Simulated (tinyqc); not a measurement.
Inside a calculation. Model: gated graphene, quantum capacitance.

Numbers from tinyqc (`OMP_NUM_THREADS=1 python tinyqc.py 2200032 2200033 out.jsonl`; about 0.01 s on one thread of a shared Intel Xeon 2.30GHz). Printed values are rounded.

phi is the Fermi level above the Dirac point, in volts; Vg is counted from the gate voltage of charge neutrality. Ideal linear bands, no charge puddles.

Values chosen for this exercise; values close to those of graphene: temperature T = 300 K; relative permittivity of the gate insulator (close to hafnium oxide) eox = 22.6; insulator thickness tox = 6.6 nm; Fermi velocity vF = 9.57e5 m/s; density of traps Dit = 0 cm^-2 eV^-1; gate voltage Vg = -1.13 V.

Constants: q = 1.602176634e-19 C, kB = 1.380649e-23 J/K, hbar = 1.054571817e-34 J s, Vt = kB T/q, eps0 = 8.8541878128e-14 F/cm where lengths are in cm. Results are converted to the units shown.

## Gate capacitance

Cox = eps0 eox/tox.

Cox = 3.03189 uF/cm^2

## Starting value

phi = Vg.

phi at the start = -1.13 V

## Iteration 1: new phi

N0 = (2/pi)(kB T/(hbar vF))^2; n = N0 F1(phi/Vt), p = N0 F1(-phi/Vt), F1(e) = int_0^infinity u du/(1 + exp(u - e)) = -Li2(-exp(e)); Cq = q d(n - p)/dphi = (q N0/Vt) ln[2 (1 + cosh(phi/Vt))]. Newton: f = phi + q (n - p + Dit phi)/Cox - Vg, phi(new) = phi - f/(1 + (Cq + q Dit)/Cox).

n = 1.11468e-8 cm^-2
p = 1.02612e14 cm^-2
Cq = 29.0478 uF/cm^2
f = -5.42245 V
phi after iteration 1 = -0.617518 V

## Iteration 2: new phi

As before.

n = 4.53388 cm^-2
p = 3.07674e13 cm^-2
Cq = 15.8739 uF/cm^2
f = -1.11340 V
phi after iteration 2 = -0.438965 V

## Course of the iteration

Stop when the step is below 1e-10 V, or after 40 iterations.

Course of the iteration:
```
iteration	phi before the step (V)	step (V)
1	-1.13	0.512
2	-0.617518	0.179
3	-0.438965	0.0286
4	-0.410342	7.75e-4
5	-0.409566	5.70e-7
6	-0.409566	3.08e-13
```

Converged in 6 iterations.

## Charge and capacitances at the solution

converged phi = -0.409566 V

N0 = (2/pi)(kB T/(hbar vF))^2; n = N0 F1(phi/Vt), p = N0 F1(-phi/Vt), F1(e) = int_0^infinity u du/(1 + exp(u - e)) = -Li2(-exp(e)); Cq = q d(n - p)/dphi = (q N0/Vt) ln[2 (1 + cosh(phi/Vt))]. 1/C_G = 1/Cox + 1/(Cq + q Dit); dphi/dVg = Cox/(Cox + Cq + q Dit).

n - p = -1.36332e13 cm^-2
Cq = 10.5283 uF/cm^2
C_G = 2.35400 uF/cm^2
dphi/dVg = 0.223587

Cq is 3.47 times Cox, so C_G is 77.6 % of Cox; 36.2 % of the gate voltage has gone into phi.
